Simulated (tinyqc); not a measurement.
# Trap density from two Hall measurements

Question. p-type body, charge-sheet picture, full ionisation (an idealisation for deep acceptors), Boltzmann statistics for free electrons. e = Ec - EF at the surface. psi = Eg - Vt ln(Nv/Na) - e; N_dep = sqrt(2 eps0 eps_r Na (psi - Vt)/q); n_f = sqrt(N_dep^2 + 2 eps0 eps_r Vt Nc exp(-e/Vt)/q) - N_dep; Vg = Vfb + psi + q (N_dep + n_t + n_f)/Cox, Cox = eps0 eox/tox. Find e and n_t at both points and the mean trap density between them.

Inputs (values chosen for the exercise); band and dielectric values close to those of 4H silicon carbide:
- T = 250 K (temperature)
- Eg = 3.29 eV (band gap)
- eps_r = 9.73 (relative permittivity)
- Nc = 1.29e19 cm^-3 (conduction-band density of states at T)
- Nv = 1.94e19 cm^-3 (valence-band density of states at T)
- eox = 3.9 (relative permittivity of the insulator)
- tox = 75 nm (insulator thickness)
- Na = 4.5e15 cm^-3 (acceptor density)
- Vfb = -2.04 V (flat-band voltage without trapped charge)

Constants: q = 1.602176634e-19 C, kB = 1.380649e-23 J/K, Vt = kB T/q, eps0 = 8.8541878128e-14 F/cm where lengths are in cm. Results are converted to the units shown.

Vg (V): 2.5330559  3.8166023
free sheet density from the Hall effect (cm^-2): 6.7705618e8  1.1019770e11

Solution. Each n_f fixes e; what the gate voltage holds beyond psi, N_dep and n_f is trapped; the difference quotient is the density, smeared over a few Vt.

e (eV): 0.1870  0.07400
n_t (cm^-2): 9.889e10  3.185e11
mean trap density = 1.944e12 cm^-2 eV^-1

Program tinyqc, `OMP_NUM_THREADS=1 python tinyqc.py 2222182 2222183 out.jsonl`; Intel Xeon 2.30GHz, shared host, one thread, about 0.02 s.
